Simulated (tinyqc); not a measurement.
Five-frequency model of solute diffusion by vacancies in an fcc metal. From one set of inputs to another, one input at a time. Computed by tinyqc, a small Python program. Command: `OMP_NUM_THREADS=1 python tinyqc.py 3008553 3008554 out.jsonl fivefreq ladder`. One thread of a shared host (Intel(R) Xeon(R) Processor @ 2.30GHz), about 0.01 s of CPU time with the checks.

A vacancy next to the solute exchanges with it (w2), jumps to one of 4 sites that also neighbour the solute (w1) or to one of 7 that do not (w3); w4 is the reverse of w3 and w0 the host jump.

The inputs printed are set A. Inputs not listed in the table keep their values of set A, so the rows need not describe a real material.

Inputs (values chosen for the exercise, for a model solute in a host close to copper):

| quantity | value | unit |
|---|---|---|
| barrier E0 (host jump) | 0.74 | eV |
| barrier E1 (vacancy circles the solute) | 0.829 | eV |
| barrier E2 (exchange) | 0.847 | eV |
| barrier E3 (dissociation) | 0.789 | eV |
| binding energy E_b (positive for attraction) | 0.1 | eV |
| vacancy formation energy E_f | 1.31 | eV |
| formation entropy S_f | 2.9 | k_B |
| attempt frequency nu | 9 | THz |
| lattice constant a | 3.61 | angstrom |
| temperature T | 637 | K |

Constants: k_B = 8.617333262e-05 eV/K.

Method:
- w_i = nu exp(-E_i/(k_B T)); detailed balance gives E4 = E3 - E_b.
- Manning: with y = w4/w0, 7F = 7 - (10 y^4 + 180.5 y^3 + 927 y^2 + 1341 y)/(2 y^4 + 40.2 y^3 + 254 y^2 + 597 y + 436); f2 = (2 w1 + 7F w3)/(2 w2 + 2 w1 + 7F w3).
- The mean cosine between successive solute jumps follows from f2 = (1 + c)/(1 - c).
- c_v = exp(S_f - E_f/(k_B T)); host D0 = a^2 c_v w0 x 0.7815; solute D2 = a^2 c_v exp(E_b/(k_B T)) w2 f2; 1 angstrom^2 = 1e-16 cm^2.

Each row keeps all changes above it:

| input moved | from | to | correlation factor f2 | solute diffusivity D2 (cm^2/s) | 7F |
|---|---|---|---|---|---|
| set A | - | - | 8.7843e-01 | 9.9533e-18 | 4.0586 |
| barrier E1 (vacancy circles the solute) (eV) | 0.829 | 0.571 | 9.9373e-01 | 1.1260e-17 | 4.0586 |
| attempt frequency nu (THz) | 9 | 8.7 | 9.9373e-01 | 1.0884e-17 | 4.0586 |
| barrier E2 (exchange) (eV) | 0.847 | 0.363 | 2.2939e-02 | 1.6959e-15 | 4.0586 |
| temperature T (K) | 637 | 416 | 3.0237e-03 | 5.4685e-23 | 3.5231 |
| vacancy formation energy E_f (eV) | 1.31 | 0.65 | 3.0237e-03 | 5.4159e-15 | 3.5231 |
| binding energy E_b (positive for attraction) (eV) | 0.1 | 0.014 | 3.0325e-03 | 4.9323e-16 | 6.0752 |
| barrier E0 (host jump) (eV) | 0.74 | 0.604 | 3.0356e-03 | 4.9373e-16 | 6.9741 |

Where does the difference come from?

Correlation factor f2 goes from 0.878 to 0.00304, a factor 0.00346 in all. The largest single move comes from barrier E2 (exchange) (a factor 0.0231). Solute diffusivity D2 goes from 9.95e-18 to 4.94e-16, a factor 49.6 in all. The largest single move comes from vacancy formation energy E_f (a factor 9.90e7), and temperature T works against it (a factor 3.22e-8). 7F goes from 4.06 to 6.97, a factor 1.72 in all. The largest single move comes from binding energy E_b (positive for attraction) (a factor 1.72), and temperature T works against it (a factor 0.868). The single moves hold for this order of the switches; the total does not depend on the order.

Extremes, crossings and ranges named in words are read from the listed rows.
